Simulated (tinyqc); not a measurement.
Inside a calculation. Model: conduction-band offset of an n-N heterojunction from carrier-profile moments.

Program tinyqc, `OMP_NUM_THREADS=1 python tinyqc.py 2410029 2410030 out.jsonl`; Intel Xeon 2.30GHz, shared host, one thread, about 0.08 s. Printed values are rounded.

Layer 1 (x < 0) accumulates electrons and layer 2 (x > 0) is depleted. Boltzmann statistics. The bands bend down by V1 in layer 1 and up by V2 in layer 2, with V1 + V2 = VD = dE + Vt ln[(N2/Nc2)/(N1/Nc1)].

Values chosen for this exercise; values of the order of III-V alloys:

| symbol | value | unit | meaning |
|---|---|---|---|
| T | 350 | K | temperature |
| eps_r | 12.6 |  | relative permittivity of both layers |
| Nc1 | 5.2e17 | cm^-3 | density of states of the narrow-gap layer 1 |
| Nc2 | 1.1e18 | cm^-3 | density of states of the wide-gap layer 2 |
| dE | 0.2 | eV | conduction-band offset |
| N1 | 3.5e15 | cm^-3 | donor density in layer 1 |
| N2 | 7.4e16 | cm^-3 | donor density in layer 2 |
| si | 0 | cm^-2 | fixed charge at the interface |

Constants: q = 1.602176634e-19 C, kB = 1.380649e-23 J/K, Vt = kB T/q, eps0 = 8.8541878128e-14 F/cm where lengths are in cm. Results are converted to the units shown.

Range of the model: The accumulated density at the interface nears Nc1, where degeneracy and quantisation set in.

## Division of the diffusion potential

Sheet densities from the first integral: Q1 = sqrt((2 eps0 eps_r Vt N1/q)(exp(u1) - u1 - 1)) extra electrons, Q2 = sqrt((2 eps0 eps_r Vt N2/q)(exp(-u2) + u2 - 1)) missing ones, u = V/Vt; neutrality Q1 = Q2 + si. Q1 - Q2 rises steadily with V1, so V1 follows by bisection.

VD = 0.269432 V
V1 = 0.132372 V
V2 = 0.137060 V
Q1 = 3.32409e11 cm^-2
n at x = 0- = 2.81928e17 cm^-3
n at x = 0+ = 7.86419e14 cm^-3

n drops across the interface by 358 = (Nc1/Nc2) exp(dE/Vt).

## Electron profile

-x, left point 0 to 9 (nm): [0, 1.79, 10.9, 31.2, 65.8, 118, 189, 282, 399, 542]
x, right point 0 to 9 (nm): [0, 9.36, 23, 39, 56.7, 75.8, 96.1, 117, 140, 163]

Integrate the field q Q(V)/(eps0 eps_r) away from the interface on each side; n = N exp(+/- V/Vt).

n in layer 1, left point 0 to 9 (cm^-3): [2.81928e17, 2.16532e17, 8.34489e16, 2.68283e16, 1.07413e16, 5.86964e15, 4.25780e15, 3.70771e15, 3.54450e15, 3.50698e15]
n in layer 2, right point 0 to 9 (cm^-3): [7.86419e14, 2.97321e15, 1.22411e16, 3.26422e16, 5.41985e16, 6.67076e16, 7.17076e16, 7.33271e16, 7.38274e16, 7.39559e16]

## Offset from the moments

A C-V profile smears n(x) but keeps its zeroth and first moments: si = -int (N - n) dx, VD = (q/(eps0 eps_r)) int (N - n) x dx, dE = VD - Vt ln[(N2/Nc2)/(N1/Nc1)]. Use the trapezoidal rule on each side.

si = 4.30634e10 cm^-2
VD = 0.269383 V
dE = 0.199951 eV

On these few points dE comes out -0.049 meV from the true 0.2 eV, and si misses by 4.3e10 cm^-2, 13 % of Q1.
